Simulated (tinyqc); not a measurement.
From results to parameters: minimal-basis H2. Computed by the program tinyqc with PySCF.

Problem. For two electrons in the two orbitals of minimal-basis H2, the CIS energies are e2 - e1 - J12 + 2 K12 and e2 - e1 - J12, and E_corr = D - sqrt(D^2 + K12^2) with 2D the energy of the double excitation. Find J12, K12, D, the MP2 energy and the weight of the double excitation.

orbital gap e2 - e1 = 0.45383763 hartree
CIS singlet and triplet energies (hartree): 0.412685  -0.081334
FCI correlation energy = -0.12963855 hartree

Solution. Half the singlet-triplet splitting is K12, the gap less the triplet energy is J12, D = (E_corr^2 - K12^2)/(2 E_corr), MP2 is -K12^2/(2 gap), and the weight is c^2/(1 + c^2) with c = E_corr/K12.

J12, K12, D (hartree): 0.5352  0.2470  0.1705
MP2 correlation energy = -0.06722 hartree
weight of the double excitation = 0.216
